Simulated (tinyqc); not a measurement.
Carrier lifetime from Shockley-Read-Hall, radiative, Auger and surface recombination: one step, computed by the program tinyqc.

Energies are counted from the top of the valence band. Boltzmann statistics, full ionisation, and equal excess densities of electrons and holes.

Question. Lifetimes at the given injection. With n = n_0 + dn, p = p_0 + dn and U/dn = 1/tau: (n p - n_i^2)/dn = n_0 + p_0 + dn = s; 1/tau_SRH = s/[tau_p0 (n + n1) + tau_n0 (p + p1)]; 1/tau_rad = B s; 1/tau_Aug = (C_n n + C_p p) s; the rates add. Radiative efficiency = tau_eff/tau_rad; effective diffusion length = sqrt(D tau_eff).

Inputs (values chosen for the exercise, with bands modelled on CdS):

| quantity | value | unit |
|---|---|---|
| temperature T | 300 | K |
| doping N | 1.3e+17 | cm^-3 |
| radiative coefficient B | 3.7e-11 | cm^3/s |
| Auger coefficient C_n | 1.2e-30 | cm^6/s |
| Auger coefficient C_p | 1.3e-31 | cm^6/s |
| excess density dn | 2.7e+17 | cm^-3 |
| diffusion coefficient D | 22 | cm^2/s |

Doping: n-type. Surface term: none.

n_0 = 1.30e+17 cm^-3

p_0 = 6.885857e-22 cm^-3

tau_p0 = 0.007031402 s

n1 = 6.094509e-09 cm^-3

tau_n0 = 8.355056e-06 s

p1 = 14688.00 cm^-3

Give: tau_SRH at dn; tau_rad at dn; tau_Aug at dn; effective lifetime at dn; radiative efficiency at dn; effective diffusion length at dn.

Answer.

tau_SRH at dn = 0.007037 s

tau_rad at dn = 6.757e-08 s

tau_Aug at dn = 4.853e-06 s

effective lifetime at dn = 6.664e-08 s

radiative efficiency at dn = 0.9863

effective diffusion length at dn = 12.11 micrometre

Caution: beyond low injection D should be the ambipolar coefficient.
